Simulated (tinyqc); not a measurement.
Worked calculation: Luttinger-Kohn k.p, four valence bands. One step of it, computed by the program tinyqc.

Problem. Hole masses. E = c [g1 k^2 -/+ 2 sqrt(g2^2 k^4 + 3 (g3^2 - g2^2)(kx^2 ky^2 + ky^2 kz^2 + kz^2 kx^2))] with c = hbar^2/2m, and m* = hbar^2 k^2 / (2 E).

Luttinger parameters chosen for this model; energies are counted downward from the top of the valence band:
```
parameter      value  unit
g1         13.700000
g2          4.070000
g3          4.840000
```

Give: Masses.

Solution.

Masses (electron masses):
```
direction  heavy  light
[100]      0.180  0.046
[110]      0.228  0.043
[111]      0.249  0.043
```
